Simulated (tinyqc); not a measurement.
MOS inversion layer, Poisson-Schroedinger loop: one step of the calculation.

Electrons confined at an insulator interface at z = 0, treated as a hard wall; parabolic valleys, Hartree approximation, no image or exchange terms. The depletion charge lies far deeper than the electrons and gives a uniform field q Nd/(eps0 eps_r); the gate balances all charge. Energies are counted from the band edge at the interface.

Task. Density, output potential and mixing. n_i = sum_k N_k |psi_k|^2 (converted to cm^-3). Hartree part by Gauss: on the interval before node i the electrons still beyond are S_i = Ns - hz sum_(j<i) n_j, and U_i = U_(i-1) + q S_i hz/(eps0 eps_r) in eV, U_0 = 0 at the interface. Mixing: U(new) = U + a (U(out) - U).

Parameters, values chosen for the exercise; masses and permittivity close to those of 4H silicon carbide (0001):
- eps_r = 9.61 (relative permittivity)
- Ns = 3e12 cm^-2 (sheet density of electrons)
- a = 0.5 (mixing factor)

Constants: q = 1.602176634e-19 C, eps0 = 8.8541878128e-14 F/cm where lengths are in cm. Results are converted to the units shown.

```
node  z (nm)  self-consistent potential U at the start (eV)  |psi|^2 of A1 (1/nm)  |psi|^2 of A2 (1/nm)
1        1.3                                              0            0.03381560            0.03251065
2        2.6                                              0            0.10312861            0.07549536
3        3.9                                              0            0.15350259            0.06306037
4        5.2                                              0            0.15948148            0.01720278
5        6.5                                              0            0.13037894            0.00109108
6        7.8                                              0            0.08885765            0.03519829
7        9.1                                              0            0.05220943            0.08779068
8       10.4                                              0            0.02703159            0.11986099
9       11.7                                              0            0.01252437            0.11798143
10        13                                              0            0.00525273            0.09268147
11      14.3                                              0            0.00201196            0.06115219
12      15.6                                              0            0.00070881            0.03492815
13      16.9                                              0            0.00023098            0.01760572
14      18.2                                              0            0.00006990            0.00792519
15      19.5                                              0            0.00001967            0.00319841
16      20.8                                              0            0.00000511            0.00114346
17      22.1                                              0            0.00000117            0.00034073
18      23.4                                              0            0.00000018            0.00006380
```

N_k (cm^-2): A1 1.8149292e12, A2 1.1850708e12

Wanted: n; U(out); U after round 1.

Result.

```
node  n (1e18 cm^-3)  U(out) (eV)  U after round 1 (eV)
1             0.9990      0.07343               0.03672
2             2.7664      0.14369               0.07185
3             3.5333      0.20514               0.10257
4             3.0983      0.25535               0.12768
5             2.3792      0.29570               0.14785
6             2.0298      0.32848               0.16424
7             1.9879      0.35480               0.17740
8             1.9110      0.37479               0.18740
9             1.6255      0.38871               0.19435
10            1.1937      0.39745               0.19872
11            0.7612      0.40239               0.20119
12            0.4268      0.40491               0.20245
13            0.2128      0.40607               0.20303
14            0.0952      0.40655               0.20328
15            0.0383      0.40673               0.20337
16            0.0136      0.40679               0.20339
17            0.0041      0.40680               0.20340
18            0.0008      0.40681               0.20340
```

Numbers from tinyqc (`OMP_NUM_THREADS=1 python tinyqc.py 2160040 2160041 out.jsonl`; about 0.4 s on one thread of a shared Intel Xeon 2.30GHz).
